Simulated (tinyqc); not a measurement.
Exact and approximate size effects: heat flow across a film from the phonon Boltzmann equation in the relaxation-time approximation. Computed by tinyqc, a small Python program. Command: `OMP_NUM_THREADS=1 python tinyqc.py 3006658 3006659 out.jsonl slabbte walk`. One thread of a shared host (Intel(R) Xeon(R) Processor @ 2.30GHz), about 0.01 s of CPU time with the checks.

Two black walls, hot at x = 0 and cold at x = L, emit phonons isotropically. For one free path Lambda, with tau = x/Lambda, tau_L = L/Lambda and phi = (T - T_cold)/Delta T, energy balance gives phi(tau) = (1/2) [E2(tau) + int_0^tau_L phi(s) E1(|tau - s|) ds]; E_n are the exponential integrals. The flux over the ballistic flux C v Delta T/4 is psi = 1 - 2 int_0^tau_L phi(s) E2(s) ds, and kappa_eff/kappa = (3/4) tau_L psi. kappa = C v Lambda/3 is an input, so at fixed kappa a longer free path means a smaller C v.

Inputs (values chosen for the exercise, modelled on diamond): free path Lambda_1 = 490 nm.

Free-path groups: one.

Method:
- Cut the film into n equal cells with constant phi, collocated at the centres c_i: the kernel integrates to A_ij = |E2(|c_i - e_j|) - E2(|c_i - e_(j+1)|)|/2 for cell edges e_j, and A_ii = 1 - E2(half a cell); solve (1 - A) phi = E2(c)/2; psi = 1 - 2 sum_j phi_j [E3(e_j) - E3(e_(j+1))].
- Each group is solved on its own with 150 and 300 cells, psi = (4 psi(300) - psi(150))/3, and weighted by its share of kappa.
- Two-flux: kappa_eff/kappa = sum f_i/(1 + 4 Lambda_i/(3 L)). Matthiessen with the thickness: sum f_i/(1 + Lambda_i/L). Ballistic limit: sum f_i 3 L/(4 Lambda_i).

Kappa_eff/kappa:

| L (nm) | Boltzmann | two-flux | Matthiessen | ballistic limit |
|---|---|---|---|---|
| 15 | 0.022303 | 0.022444 | 0.029703 | 0.022959 |
| 49 | 0.068678 | 0.069767 | 0.090909 | 0.075 |
| 120 | 0.15118 | 0.15517 | 0.19672 | 0.18367 |
| 290 | 0.29747 | 0.30742 | 0.37179 | 0.44388 |
| 740 | 0.51617 | 0.53110 | 0.60163 | 1.1327 |
| 2000 | 0.74180 | 0.75377 | 0.80321 | 3.0612 |
| 4900 | 0.87562 | 0.88235 | 0.90909 | 7.5 |
| 12000 | 0.94540 | 0.94837 | 0.96077 | 18.367 |

What follows from these numbers?

The two-flux formula lies above the Boltzmann result by at most about 3.3 % (at L = 290 nm); the Matthiessen form is high by up to 33 %, since it misses the factor 3/4 of the ballistic limit. The thinnest film reaches 97 % of that limit, and the thickest, 25 Lambda_1, only 95 % of the bulk value.
